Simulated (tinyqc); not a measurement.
CISD on RHF in the 3-21g basis, for H2, spin multiplicity 1, step by step. One step of it, computed by the program tinyqc.

Problem. CISD: determinants and Hamiltonian. Slater-Condon rules over spin orbitals, with the nuclear repulsion added and E(HF) subtracted on the diagonal.

one-electron integrals over orbitals h = C^T H C (hartree):
```
[[-1.142401, 0.000000, -0.142810, 0.000000],
 [0.000000, -0.596102, 0.000000, 0.197095],
 [-0.142810, 0.000000, 0.042613, 0.000000],
 [0.000000, 0.197095, 0.000000, 0.257994]]
```

Two-electron integrals over orbitals (pq|rs), unique and non-zero (hartree):
```
(11|11) 0.598038    (21|21) 0.106574    (22|11) 0.458076    (22|22) 0.418357
(31|11) 0.142809    (31|22) 0.066899    (31|31) 0.101522    (32|21) 0.003057
(32|32) 0.036132    (33|11) 0.538074    (33|22) 0.421522    (33|31) 0.127939
(33|33) 0.507917    (41|21) -0.080423   (41|32) -0.044796   (41|41) 0.114261
(42|11) -0.138759   (42|22) -0.069449   (42|31) -0.081824   (42|33) -0.120452
(42|42) 0.080578    (43|21) -0.117677   (43|32) -0.030907   (43|41) 0.127919
(43|43) 0.173429    (44|11) 0.607510    (44|22) 0.470246    (44|31) 0.182491
(44|33) 0.570518    (44|42) -0.167499   (44|44) 0.680386
```

nuclear repulsion = 0.58023817 hartree

Hartree-Fock energy = -1.10652685 hartree

Give: determinants; H - E(HF) between determinants.

Solution.

Occupation strings over the orbitals (2 doubly, a alpha, b beta, 0 empty; spin orbitals ordered 1a 1b 2a 2b ...): 2000 ab00 a0b0 a00b ba00 b0a0 b00a 0200 0ab0 0a0b 0ba0 0020 00ab 0b0a 00ba 0002

H - E(HF) between determinants (hartree), order 2000, ab00, a0b0, a00b, ba00, b0a0, b00a, 0200, 0ab0, 0a0b, 0ba0, 0020, 00ab, 0b0a, 00ba, 0002:
```
[[0.0000, 0.0000, 0.0000, 0.0000, 0.0000, 0.0000, 0.0000, 0.1066, 0.0000, -0.0804, 0.0000, 0.1015, 0.0000, 0.0804, 0.0000, 0.1143],
 [0.0000, 0.4063, 0.0000, 0.0583, -0.1066, 0.0000, 0.0804, 0.0000, 0.0031, 0.0000, 0.0759, 0.0000, -0.0818, 0.0000, 0.0448, 0.0000],
 [0.0000, 0.0000, 1.1251, 0.0000, 0.0000, -0.1015, 0.0000, 0.0031, 0.0000, -0.1177, 0.0000, -0.0149, 0.0000, 0.0448, 0.0000, 0.1279],
 [0.0000, 0.0583, 0.0000, 1.4099, 0.0804, 0.0000, -0.1143, 0.0000, -0.1177, 0.0000, 0.0818, 0.0000, 0.0397, 0.0000, -0.1279, 0.0000],
 [0.0000, -0.1066, 0.0000, 0.0804, 0.4063, 0.0000, 0.0583, 0.0000, 0.0759, 0.0000, 0.0031, 0.0000, 0.0448, 0.0000, -0.0818, 0.0000],
 [0.0000, 0.0000, -0.1015, 0.0000, 0.0000, 1.1251, 0.0000, -0.0031, 0.0000, 0.0448, 0.0000, 0.0149, 0.0000, -0.1177, 0.0000, -0.1279],
 [0.0000, 0.0804, 0.0000, -0.1143, 0.0583, 0.0000, 1.4099, 0.0000, 0.0818, 0.0000, -0.1177, 0.0000, -0.1279, 0.0000, 0.0397, 0.0000],
 [0.1066, 0.0000, 0.0031, 0.0000, 0.0000, -0.0031, 0.0000, 0.9129, 0.0000, 0.1276, 0.0000, 0.0361, 0.0000, -0.1276, 0.0000, 0.0806],
 [0.0000, 0.0031, 0.0000, -0.1177, 0.0759, 0.0000, 0.0818, 0.0000, 1.5548, 0.0000, -0.0361, 0.0000, -0.0309, 0.0000, -0.0766, 0.0000],
 [-0.0804, 0.0000, -0.1177, 0.0000, 0.0000, 0.0448, 0.0000, 0.1276, 0.0000, 1.8189, 0.0000, -0.0309, 0.0000, -0.0806, 0.0000, 0.0296],
 [0.0000, 0.0759, 0.0000, 0.0818, 0.0031, 0.0000, -0.1177, 0.0000, -0.0361, 0.0000, 1.5548, 0.0000, -0.0766, 0.0000, -0.0309, 0.0000],
 [0.1015, 0.0000, -0.0149, 0.0000, 0.0000, 0.0149, 0.0000, 0.0361, 0.0000, -0.0309, 0.0000, 2.2799, 0.0000, 0.0309, 0.0000, 0.1734],
 [0.0000, -0.0818, 0.0000, 0.0397, 0.0448, 0.0000, -0.1279, 0.0000, -0.0309, 0.0000, -0.0766, 0.0000, 2.5579, 0.0000, -0.1734, 0.0000],
 [0.0804, 0.0000, 0.0448, 0.0000, 0.0000, -0.1177, 0.0000, -0.1276, 0.0000, -0.0806, 0.0000, 0.0309, 0.0000, 1.8189, 0.0000, -0.0296],
 [0.0000, 0.0448, 0.0000, -0.1279, -0.0818, 0.0000, 0.0397, 0.0000, -0.0766, 0.0000, -0.0309, 0.0000, -0.1734, 0.0000, 2.5579, 0.0000],
 [0.1143, 0.0000, 0.1279, 0.0000, 0.0000, -0.1279, 0.0000, 0.0806, 0.0000, 0.0296, 0.0000, 0.1734, 0.0000, -0.0296, 0.0000, 2.8831]]
```
